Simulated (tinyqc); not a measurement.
## Length offset and series resistance from crossing lines

Inverse problem. R_total = Rs + k (L - dL)/Vo with constant Rs, dL and k. Find k, dL and Rs.

R_total at (L, Vo) = (90, 0.34), (270, 0.34), (90, 0.86) and (270, 0.86), L in nm and Vo in V (ohm um): [846.67647, 2593.7353, 401.24419, 1091.9419]

Solution. At each overdrive R is a straight line in L with slope k/Vo; the two lines cross at L = dL, R = Rs.

k = 3.300 ohm um V/nm
dL = 14.10 nm
Rs = 110.0 ohm um

Computed by the program tinyqc: `OMP_NUM_THREADS=1 python tinyqc.py 2282127 2282128 out.jsonl`, one thread of a shared Intel Xeon 2.30GHz, about 0.03 s for the whole run.
